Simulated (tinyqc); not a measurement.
From results back to parameters: exciton in an atomically thin sheet (Rytova-Keldysh potential). Two cases, with inputs chosen for the exercise.

Problem. The spacing of the 1s and 2s lines was computed from a hidden kap.

Relative motion in the plane with V(k) = -2 pi q/(k (kap + r0 k)), q = e^2/(4 pi eps0), c = hbar^2/2m0. Normalised Gaussians exp(-a_i r^2): with A = a_i + a_j, S_ij = 2 sqrt(a_i a_j)/A, T_ij = (4c/mu)(a_i a_j/A) S_ij, V_ij = -q S_ij times the integral over k from 0 to infinity of exp(-k^2/4A)/(kap + r0 k).

Converged values use 20 Gaussians with exponents 2^i/b^2, i = -11 to 8, b the larger of a0 kap/(2 mu) and sqrt(a0 r0/mu), a0 = 0.5291772 angstrom; p states use r exp(i theta) exp(-a r^2).

Constants: hbar^2/2m0 = 3.80998211 eV angstrom^2; e^2/(4 pi eps0) = 14.39964547 eV angstrom.

Find: kap; 1s binding.

Method. The spacing falls steadily as kap grows, so bisection on kap finds one value; the binding follows from the same solution.

Case 1.

Values chosen (out of a larger set: near those of a MoS2 monolayer; not measured data): r0 = 43.1 angstrom (screening length of the sheet).

mu = 0.24470 m0
2s - 1s = 205.30 meV

Solution.

kap = 2.45
1s binding = 306 meV

Case 2.

Values chosen (out of a larger set: near those of a MoTe2 monolayer; not measured data): r0 = 77.4 angstrom (screening length of the sheet).

mu = 0.30158 m0
2s - 1s = 136.44 meV

Solution.

kap = 2.45
1s binding = 224 meV

Computed by tinyqc, one run a case: `OMP_NUM_THREADS=1 python tinyqc.py N N+1 out.jsonl` with N = 1252688, 1280009; one thread of a shared Intel(R) Xeon(R) Processor @ 2.30GHz, about 0.03 s a run at most.
